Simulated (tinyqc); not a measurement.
Vertical double-diffused power MOSFET, components of the on-resistance: one step of the calculation.

Stripe cells of pitch Wp + a, two channels a cell. Current flows through the channels, spreads in the accumulation layer, passes the gap between the p bodies and spreads at 45 degrees into the drift layer below them. Low drain voltage, full ionisation.

Question. Components of the on-resistance. Pitch p = Wp + a, Cox = 3.9 eps0/tox; zero-bias depletion in the gap w0 = sqrt(2 eps0 eps_r Vbi/(q N Nj)), open gap g = a - 2 w0; R_ch = Lc p/(2 mch Cox Vov); R_acc = 0.6 a p/(4 mac Cox Vov), 0.6 being an empirical factor for current leaving the layer along its length; R_gap = (rho/Nj) xp p/g; spreading depth t = min(W, (p - g)/2); R_drift = (rho p/2) ln((g + 2 t)/g) + rho (W - t); R_on = the sum with Rs.

Inputs (values chosen for the exercise); bulk values close to those of 4H silicon carbide: relative permittivity eps_r = 9.54; gate oxide thickness (eps_r 3.9) tox = 52 nm; gate overdrive Vov = 10 V; channel mobility mch = 44 cm^2/(V s); accumulation-layer mobility mac = 78 cm^2/(V s); channel length Lc = 0.8 um; width of the p body in one cell, channels included Wp = 5.3 um; gap between neighbouring p bodies a = 1.8 um; depth of the p body xp = 0.5 um; doping of the gap over the drift doping Nj = 3; built-in voltage of the body junction Vbi = 2.93 V; substrate and contact resistance Rs = 0.27 mohm cm^2.

Constants: q = 1.602176634e-19 C, eps0 = 8.8541878128e-14 F/cm where lengths are in cm. Results are converted to the units shown.

drift doping N = 2.6094232e16 cm^-3
drift thickness W = 5.1249870 um
electron mobility mu at T = 564.92429 cm^2/(V s)
drift resistivity rho = 0.42340388 ohm cm

Find: w0; g; components; R_on; shares.

Answer.

w0 = 0.1987 um
g = 1.403 um
components (mohm cm^2): channel 0.9720, accumulation 0.3701, gap 0.03572, drift 0.3401, substrate 0.2700
R_on = 1.988 mohm cm^2
shares (%): channel 48.89, accumulation 18.62, gap 1.80, drift 17.11, substrate 13.58

The channel term is the largest. R_on is 9.16 times the ideal drift resistance rho W, and spreading raises the drift term to 1.57 times it.

Program tinyqc, `OMP_NUM_THREADS=1 python tinyqc.py 2230118 2230119 out.jsonl`; Intel Xeon 2.30GHz, shared host, one thread, about 0.01 s.
